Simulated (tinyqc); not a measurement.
Trading HF for NH4F at fixed fluoride: speciation in dilute and buffered hydrofluoric acid, oxide etch rate and bath loading. Computed by tinyqc, a small Python program. Command: `OMP_NUM_THREADS=1 python tinyqc.py 3121301 3121302 out.jsonl hfetch walk`. One thread of a shared host (Intel(R) Xeon(R) Processor @ 2.30GHz), about 0.01 s of CPU time with the checks.

Concentrations stand for activities, NH4+ and Cl- are spectators, and water ionisation is neglected. H, F and HF2 denote the ions H+, F- and HF2-. The base temperature is 298 K.

Inputs (values chosen for the exercise, of the order of those for thermal oxide at room temperature): HF added = 0.077 mol/L; NH4F added = 0 mol/L; K1 = [H][F]/[HF] = 0.000644 mol/L; K2 = [HF2]/([HF][F]) = 3.66 L/mol; K3 = [H2F2]/[HF]^2 = 0 L/mol; rate constant of neutral HF k_a = 12 nm L/(min mol); rate constant of HF2 k_b = 60 nm L/(min mol).

Method:
- Fluoride balance: [HF] + [F] + 2 [HF2] + 2 [H2F2] = HF added + NH4F added. Acid balance: [H] + [HF] + [HF2] + 2 [H2F2] = HF added + HCl added. For a trial [H], [HF] = [H][F]/K1, and the fluoride balance is a quadratic in [F].
- Rate = k_a ([HF] + 2 [H2F2]) + k_b [HF2], an empirical two-term form.
- Total fluoride is held at HF + NH4F added, without HCl; x is the share added as HF.

Against x:
```
x         pH  [F] (mol/L)  [HF] (mol/L)  [HF2] (mol/L)  rate (nm/min)
0.05  4.5703     0.072376      0.003022      0.0008006        0.08431
0.15  4.0247     0.063387      0.009298      0.0021572        0.24101
0.30  3.6098     0.050576      0.019285      0.0035697        0.44560
0.40  3.3995     0.042506      0.026309      0.0040928        0.56127
0.50  3.2069     0.034837      0.033595      0.0042836        0.66016
0.60  3.0184     0.027607      0.041090      0.0041517        0.74218
0.75  2.7206     0.017747      0.052441      0.0034062        0.83366
0.90  2.3778     0.009665      0.062885      0.0022246        0.88810
1.00  2.1306     0.005926      0.068119      0.0014774        0.90608
```

What follows from these numbers?

[HF2] is largest at x = 0.5 and the rate at x = 1 among these rows; HF2 needs both HF and F.

Extremes, crossings and ranges named in words are read from the listed rows.
